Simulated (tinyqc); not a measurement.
Global model of a low-pressure process discharge: electron temperature, density, ion flux and ion energy: one step, computed by the program tinyqc.

Maxwellian electrons with temperature T_e in eV, one positive ion, no negative ions, uniform bulk density n; rate constants have the Arrhenius form.

Task: Geometry factors. n_g = p/(k_B T_g); lambda_i = 1/(n_g sigma); h_L = 0.86/sqrt(3 + L/(2 lambda_i)), h_R = 0.8/sqrt(4 + R/lambda_i); A_eff = 2 pi R^2 h_L + 2 pi R L h_R; d_eff = pi R^2 L/A_eff.

Inputs (values chosen for the exercise, of the order of those of an inductive discharge in a simple atomic gas):
```
quantity                     value  unit
ion-neutral cross section  6.5e-19   m^2
pressure p                     2.1    Pa
gas temperature T_g            400     K
radius R                        12    cm
height L                        19    cm
```

Constants: k_B = 1.380649e-23 J/K.

Give: gas density n_g; ion mean free path; h_L; h_R; A_eff; d_eff.

Result:

gas density n_g = 3.8026e+20 1/m^3

ion mean free path = 0.40459 cm

h_L = 0.16712

h_R = 0.13789

A_eff = 348.74 cm^2

d_eff = 24.647 cm
